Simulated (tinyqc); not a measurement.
Worked calculation: size effects in the resistivity of thin metal films and interconnect lines. Computed by tinyqc, a small Python program that keeps every step. Command: `OMP_NUM_THREADS=1 python tinyqc.py 3005896 3005897 out.jsonl size walk`. One thread of a shared host (Intel(R) Xeon(R) Processor @ 2.30GHz), about 0.01 s of CPU time with the checks. Intermediate numbers are printed to about 6 digits and carried at full precision; extremes and crossings named in words are read from the listed rows.

Electrons lose their drift at surfaces (a share 1 - p of the hits) and at grain boundaries (reflection R), besides bulk scattering. The line sits in a trench with a non-conducting liner on both walls and the bottom; the spacing equals the drawn width.

Inputs (values chosen for the exercise, modelled on iridium):
```
quantity                                   value         unit
bulk resistivity rho_b                      5.23  microohm cm
bulk mean free path lambda                  7.22           nm
specularity p                               0.68            -
grain-boundary reflection R                 0.29            -
drawn line width w                           8.6           nm
grain size over metal width                 0.68            -
aspect ratio (height over width)             2.4            -
liner thickness t                            1.8           nm
line length                                  300   micrometre
permittivity of the dielectric k             3.7            -
competitor: rho_b relative to this metal     2.7            -
competitor: lambda relative to this metal   0.28            -
competitor: liner relative to t             0.56            -
```

Geometry: line.

Constants: eps_0 = 8.8541878128e-12 F/m.

## Metal cross-section

Metal width w_m = w - 2t, height h_m = (aspect ratio) w - t, grain size D = (ratio) w_m.

metal width w_m = 5 nm

metal height h_m = 18.84 nm

grain size D = 3.4 nm

share of the trench filled by metal = 53.0692 %

## Grain boundaries

Mayadas-Shatzkes: alpha = (lambda/D) R/(1 - R); rho_b/rho = 1 - 3 alpha/2 + 3 alpha^2 - 3 alpha^3 ln(1 + 1/alpha).

alpha = 0.867357

rho/rho_b from grains = 2.19888

The linear estimate 1 + 3 alpha/2 gives 2.301, 5 % high; at large alpha the slope is 4/3.

## Surfaces

Fuchs-Sondheimer film: rho_b/rho = 1 - (3/(2 kappa))(1 - p) int_0^1 (s - s^3)(1 - exp(-kappa/s))/(1 - p exp(-kappa/s)) ds, f = rho/rho_b, kappa = thickness/lambda, 80 Gauss-Legendre points. Line: the excess of a film of thickness w_m and of a film of thickness h_m are added, rho/rho_b = 1 + (f(w_m) - 1) + (f(h_m) - 1), an estimate that holds best when both sides exceed lambda.

kappa = w_m/lambda = 0.692521

f(w_m) = 1.18276

f(h_m) = 1.04795

rho/rho_b from surfaces = 1.23071

## Resistance and delay

Total: rho = rho_b [1 + surface excess + grain excess]; resistance per length rho/(w_m h_m); capacitance per length C = 2 k eps_0 (aspect ratio + 1/2), a parallel-plate estimate for two neighbours plus a fixed term for the planes above and below; delay 0.38 R C L^2; effective resistivity per drawn area.

resistivity rho = 12.7068 microohm cm

resistance per length = 1348.91 ohm/micrometre

capacitance per length = 0.190011 fF/micrometre

RC delay = 8765.75 ps

effective resistivity per drawn area = 23.9438 microohm cm

Of the factor 4.58 over bulk, scattering gives 2.43 and the liner 1.88; within scattering, grain boundaries outweigh surfaces (1.20 against 0.23, grains first).

## A short-path metal as competitor

w_m = w - 2t, h_m = (aspect ratio) w - t, D = (ratio) w_m; rho = rho_b [1 + surface excess + grain excess]. Effective resistivity rho (aspect ratio) w^2/(w_m h_m) for the metal with its liner, for the same metal without liner, and for a competitor with its own rho_b, lambda and liner, and for that competitor with the liner t; p, R, aspect and grain ratios are the same.

Effective resistivity (microohm cm):
```
w (nm)  this metal  without liner  competitor  competitor, liner t
200         5.5548         5.4308     14.4507              14.5926
100         5.8988         5.6296     14.7905              15.0887
50          6.6530         6.0231     15.5023              16.1615
30          7.8221         6.5424     16.5240              17.7848
20          9.6166         7.1861     17.9328              20.1959
14         12.6700         8.0076     19.9962              24.1259
10         18.7829         9.0951     23.2927              31.5570
7          37.0700        10.7137     29.8409              51.9874
```

The competitor wins below a width between 10.0 and 7.00 nm. In narrow lines rho scales as rho_b lambda/w, and the product rho_b lambda of the competitor is 0.76 times this metal's. At the narrowest width the liner costs this metal a factor 3.46. With the same liner the competitor wins nowhere in the table; at the narrowest width the thinner liner lowers it from 52.0 to 29.8. Rows with w - 2t below lambda stretch the additive estimate. Metal widths below about 5 nm are outside this semiclassical model.

Checks made by the program: grain-boundary formula against its angular integral 3 int_0^1 c^3/(c + alpha) dc (relative difference below 1e-10).
